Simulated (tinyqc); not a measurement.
Inside a calculation. Method: RKS/LDA (PW92) in the sto-6g basis, for H3+, spin multiplicity 1. One step of it, computed by the program tinyqc.

Question. Iteration 1: building the Kohn-Sham matrix. J_ij = sum D_kl (ij|kl); F = H + J + V_xc; E = tr D H + tr D J / 2 + E_xc + E_nn.

D at the start:
```
          1H 1s     2H 1s     3H 1s
1H 1s  1.028076  0.382155  0.382130
2H 1s  0.382155  0.142054  0.142045
3H 1s  0.382130  0.142045  0.142035
```

core Hamiltonian H = T + V (hartree):
```
           1H 1s      2H 1s      3H 1s
1H 1s  -1.401027  -0.725888  -0.725863
2H 1s  -0.725888  -1.187048  -0.182710
3H 1s  -0.725863  -0.182710  -1.187039
```

Two-electron integrals (ij|kl) in chemists' order, unique and non-zero (hartree):
```
(11|11) 0.774999   (21|11) 0.259303   (21|21) 0.115649   (22|11) 0.441926
(22|21) 0.259303   (22|22) 0.774999   (31|11) 0.259293   (31|21) 0.083433
(31|22) 0.142349   (31|31) 0.115641   (32|11) 0.055483   (32|21) 0.022079
(32|22) 0.045540   (32|31) 0.022078   (32|32) 0.005047   (33|11) 0.441918
(33|21) 0.142353   (33|22) 0.250492   (33|31) 0.259293   (33|32) 0.045540
(33|33) 0.774999
```

nuclear repulsion = 1.19942291 hartree

V_xc (hartree):
```
           1H 1s      2H 1s      3H 1s
1H 1s  -0.458432  -0.157759  -0.157723
2H 1s  -0.157759  -0.311407  -0.032757
3H 1s  -0.157723  -0.032757  -0.311414
```

E_xc = sum of w rho eps_xc = -0.62050838 hartree

Give: Coulomb J; Kohn-Sham matrix F; total energy of this density.

Answer.

Coulomb J (hartree):
```
        1H 1s   2H 1s   3H 1s
1H 1s  1.3344  0.4821  0.4820
2H 1s  0.4821  0.9199  0.1052
3H 1s  0.4820  0.1052  0.9199
```

Kohn-Sham matrix F (hartree):
```
         1H 1s    2H 1s    3H 1s
1H 1s  -0.5250  -0.4016  -0.4015
2H 1s  -0.4016  -0.5785  -0.1103
3H 1s  -0.4015  -0.1103  -0.5786
```

total energy of this density = -1.160156 hartree

This density is the starting one.
